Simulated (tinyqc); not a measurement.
Joule-heated wire on a substrate, fin equation: two steps of the calculation.

A wire of length L loses heat along itself to two contacts and sideways to the substrate: kap A theta'' - g theta + p = 0 with theta = T - T0 and p(x) = p0 exp(-((x/L - x0)/sg)^2/2). The ends are held at T0. Constant conductivity, diffusive heat flow.

Parameters, values chosen for the exercise:
- kap = 71 W/(m K) (conductivity along the wire)
- A = 190 nm^2 (cross-section)
- g = 0.38 W/(m K) (conductance per length to the substrate)
- L = 370 nm (length between the contacts)
- Rc = 0 K/uW (thermal resistance of each contact)
- p0 = 0.045 uW/nm (peak heating per length)
- x0 = 0.82 (place of the hot spot as a share of L)
- sg = 0.08 (width of the hot spot as a share of L)

Question 1. Healing length. LH = sqrt(kap A/g); far from the contacts uniform heating p0 would give theta = p0/g.

Wanted: LH; L/LH; p0/g.

Answer 1.

LH = 188.4 nm
L/LH = 1.964
p0/g = 118.4 K

Question 2. The tridiagonal system. Nodes x_i = i h, h = L/8; box widths w_i = h (h/2 at the ends); c = kap A/h; equation of node i: -c theta_(i-1) + d_i theta_i - c theta_(i+1) = b_i with d_i = 2 c + g w_i, b_i = p(x_i) w_i; theta = 0 at the end nodes.

Find: c; d; b.

Answer 2.

c = 0.2917 uW/K

```
node  d (uW/K)     b (uW)
1       0.6009  8.504e-17
2       0.6009  1.971e-11
3       0.6009   3.976e-7
4       0.6009   6.982e-4
5       0.6009     0.1067
6       0.6009      1.419
7       0.6009      1.643
```

Program tinyqc, `OMP_NUM_THREADS=1 python tinyqc.py 2520137 2520138 out.jsonl`; Intel Xeon 2.30GHz, shared host, one thread, about 0.01 s.
